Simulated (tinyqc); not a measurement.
Inside a calculation. Method: RKS/BP86 in the sto-6g basis, for BeH2, spin multiplicity 1. One step of it, computed by the program tinyqc.

Task: Iteration 2: building the Kohn-Sham matrix. J_ij = sum D_kl (ij|kl); F = H + J + V_xc; E = tr D H + tr D J / 2 + E_xc + E_nn.

D after iteration 1, order 1Be 1s, 1Be 2s, 1Be 2px, 1Be 2py, 1Be 2pz, 2H 1s, 3H 1s:
$$\begin{pmatrix}
1.984899 & 0.028201 & 0.000000 & 0.000000 & 0.000000 & -0.173726 & -0.173726 \\
0.028201 & 0.133235 & 0.000000 & 0.000000 & 0.000000 & 0.303826 & 0.303826 \\
0.000000 & 0.000000 & 0.000000 & 0.000000 & 0.000000 & 0.000000 & 0.000000 \\
0.000000 & 0.000000 & 0.000000 & 0.112071 & 0.000000 & 0.281588 & -0.281588 \\
0.000000 & 0.000000 & 0.000000 & 0.000000 & 0.000000 & 0.000000 & 0.000000 \\
-0.173726 & 0.303826 & 0.000000 & 0.281588 & 0.000000 & 1.428981 & 0.013955 \\
-0.173726 & 0.303826 & 0.000000 & -0.281588 & 0.000000 & 0.013955 & 1.428981
\end{pmatrix}$$

core Hamiltonian H = T + V (hartree), order 1Be 1s, 1Be 2s, 1Be 2px, 1Be 2py, 1Be 2pz, 2H 1s, 3H 1s:
$$\begin{pmatrix}
-8.600556 & -2.024863 & 0.000000 & 0.000000 & 0.000000 & -0.311798 & -0.311798 \\
-2.024863 & -2.715281 & 0.000000 & 0.000000 & 0.000000 & -0.911109 & -0.911109 \\
0.000000 & 0.000000 & -2.216478 & 0.000000 & 0.000000 & 0.000000 & 0.000000 \\
0.000000 & 0.000000 & 0.000000 & -2.389176 & 0.000000 & -1.026887 & 1.026887 \\
0.000000 & 0.000000 & 0.000000 & 0.000000 & -2.216478 & 0.000000 & 0.000000 \\
-0.311798 & -0.911109 & 0.000000 & -1.026887 & 0.000000 & -1.940498 & -0.046605 \\
-0.311798 & -0.911109 & 0.000000 & 1.026887 & 0.000000 & -0.046605 & -1.940498
\end{pmatrix}$$

Two-electron integrals (ij|kl) in chemists' order, unique and non-zero (hartree):
```
(11|11) 2.299996    (21|11) 0.361879    (21|21) 0.071926    (22|11) 0.570332
(22|21) 0.139654    (22|22) 0.417773    (31|31) 0.015252    (32|31) 0.022555
(32|32) 0.092340    (33|11) 0.570332    (33|21) 0.139654    (33|22) 0.417773
(33|33) 0.450117    (41|41) 0.015252    (42|41) 0.022555    (42|42) 0.092340
(43|43) 0.024258    (44|11) 0.570332    (44|21) 0.139654    (44|22) 0.417773
(44|33) 0.401601    (44|44) 0.450117    (51|51) 0.015252    (52|51) 0.022555
(52|52) 0.092340    (53|53) 0.024258    (54|54) 0.024258    (55|11) 0.570332
(55|21) 0.139654    (55|22) 0.417773    (55|33) 0.401601    (55|44) 0.401601
(55|55) 0.450117    (61|11) 0.056336    (61|21) 0.010893    (61|22) 0.021138
(61|33) 0.020963    (61|41) 0.001082    (61|42) 0.002124    (61|44) 0.021487
(61|55) 0.020963    (61|61) 0.001746    (62|11) 0.156008    (62|21) 0.038930
(62|22) 0.129335    (62|33) 0.124232    (62|41) 0.005378    (62|42) 0.033401
(62|44) 0.139543    (62|55) 0.124232    (62|61) 0.006560    (62|62) 0.063203
(63|31) 0.003470    (63|32) 0.016456    (63|43) 0.005562    (63|63) 0.005280
(64|11) 0.175058    (64|21) 0.044179    (64|22) 0.153050    (64|33) 0.144101
(64|41) 0.008617    (64|42) 0.051856    (64|44) 0.170948    (64|55) 0.144101
(64|61) 0.007765    (64|62) 0.084631    (64|64) 0.116213    (65|51) 0.003470
(65|52) 0.016456    (65|54) 0.005562    (65|65) 0.005280    (66|11) 0.326293
(66|21) 0.082956    (66|22) 0.308785    (66|33) 0.287105    (66|41) 0.012558
(66|42) 0.102909    (66|44) 0.352146    (66|55) 0.287105    (66|61) 0.014347
(66|62) 0.197570    (66|64) 0.279425    (66|66) 0.774999    (71|11) 0.056336
(71|21) 0.010893    (71|22) 0.021138    (71|33) 0.020963    (71|41) -0.001082
(71|42) -0.002124   (71|44) 0.021487    (71|55) 0.020963    (71|61) 0.001578
(71|62) 0.005414    (71|64) 0.005943    (71|66) 0.011456    (71|71) 0.001746
(72|11) 0.156008    (72|21) 0.038930    (72|22) 0.129335    (72|33) 0.124232
(72|41) -0.005378   (72|42) -0.033401   (72|44) 0.139543    (72|55) 0.124232
(72|61) 0.005414    (72|62) 0.030815    (72|64) 0.033729    (72|66) 0.070308
(72|71) 0.006560    (72|72) 0.063203    (73|31) 0.003470    (73|32) 0.016456
(73|43) -0.005562   (73|63) 0.001940    (73|73) 0.005280    (74|11) -0.175058
(74|21) -0.044179   (74|22) -0.153050   (74|33) -0.144101   (74|41) 0.008617
(74|42) 0.051856    (74|44) -0.170948   (74|55) -0.144101   (74|61) -0.005943
(74|62) -0.033729   (74|64) -0.035983   (74|66) -0.076636   (74|71) -0.007765
(74|72) -0.084631   (74|74) 0.116213    (75|51) 0.003470    (75|52) 0.016456
(75|54) -0.005562   (75|65) 0.001940    (75|75) 0.005280    (76|11) 0.007759
(76|21) 0.001887    (76|22) 0.005746    (76|33) 0.005630    (76|44) 0.005978
(76|55) 0.005630    (76|61) 0.000288    (76|62) 0.001906    (76|64) 0.002322
(76|66) 0.004913    (76|71) 0.000288    (76|72) 0.001906    (76|74) -0.002322
(76|76) 0.000082    (77|11) 0.326293    (77|21) 0.082956    (77|22) 0.308785
(77|33) 0.287105    (77|41) -0.012558   (77|42) -0.102909   (77|44) 0.352146
(77|55) 0.287105    (77|61) 0.011456    (77|62) 0.070308    (77|64) 0.076636
(77|66) 0.163624    (77|71) 0.014347    (77|72) 0.197570    (77|74) -0.279425
(77|76) 0.004913    (77|77) 0.774999
```

nuclear repulsion = 2.78169839 hartree

V_xc (hartree), order 1Be 1s, 1Be 2s, 1Be 2px, 1Be 2py, 1Be 2pz, 2H 1s, 3H 1s:
$$\begin{pmatrix}
-1.482026 & -0.179001 & 0.000000 & 0.000000 & 0.000000 & -0.029573 & -0.029573 \\
-0.179001 & -0.253608 & 0.000000 & 0.000000 & 0.000000 & -0.125437 & -0.125437 \\
0.000000 & 0.000000 & -0.215480 & 0.000000 & 0.000000 & 0.000000 & 0.000000 \\
0.000000 & 0.000000 & 0.000000 & -0.329881 & 0.000000 & -0.173342 & 0.173342 \\
0.000000 & 0.000000 & 0.000000 & 0.000000 & -0.215480 & 0.000000 & 0.000000 \\
-0.029573 & -0.125437 & 0.000000 & -0.173342 & 0.000000 & -0.501038 & -0.004574 \\
-0.029573 & -0.125437 & 0.000000 & 0.173342 & 0.000000 & -0.004574 & -0.501038
\end{pmatrix}$$

E_xc = sum of w rho eps_xc = -3.74931975 hartree

Give: Coulomb J; Kohn-Sham matrix F; total energy of this density.

Result:

Coulomb J (hartree), order 1Be 1s, 1Be 2s, 1Be 2px, 1Be 2py, 1Be 2pz, 2H 1s, 3H 1s:
$$\begin{pmatrix}
6.0060 & 1.0833 & 0.0000 & 0.0000 & 0.0000 & 0.1684 & 0.1684 \\
1.0833 & 2.4399 & 0.0000 & 0.0000 & 0.0000 & 0.8472 & 0.8472 \\
0.0000 & 0.0000 & 2.3600 & 0.0000 & 0.0000 & 0.0000 & 0.0000 \\
0.0000 & 0.0000 & 0.0000 & 2.5998 & 0.0000 & 1.0513 & -1.0513 \\
0.0000 & 0.0000 & 0.0000 & 0.0000 & 2.3600 & 0.0000 & 0.0000 \\
0.1684 & 0.8472 & 0.0000 & 1.0513 & 0.0000 & 2.4287 & 0.0357 \\
0.1684 & 0.8472 & 0.0000 & -1.0513 & 0.0000 & 0.0357 & 2.4287
\end{pmatrix}$$

Kohn-Sham matrix F (hartree), order 1Be 1s, 1Be 2s, 1Be 2px, 1Be 2py, 1Be 2pz, 2H 1s, 3H 1s:
$$\begin{pmatrix}
-4.0766 & -1.1206 & 0.0000 & 0.0000 & 0.0000 & -0.1730 & -0.1730 \\
-1.1206 & -0.5289 & 0.0000 & 0.0000 & 0.0000 & -0.1893 & -0.1893 \\
0.0000 & 0.0000 & -0.0719 & 0.0000 & 0.0000 & 0.0000 & 0.0000 \\
0.0000 & 0.0000 & 0.0000 & -0.1192 & 0.0000 & -0.1490 & 0.1490 \\
0.0000 & 0.0000 & 0.0000 & 0.0000 & -0.0719 & 0.0000 & 0.0000 \\
-0.1730 & -0.1893 & 0.0000 & -0.1490 & 0.0000 & -0.0128 & -0.0155 \\
-0.1730 & -0.1893 & 0.0000 & 0.1490 & 0.0000 & -0.0155 & -0.0128
\end{pmatrix}$$

total energy of this density = -15.558229 hartree
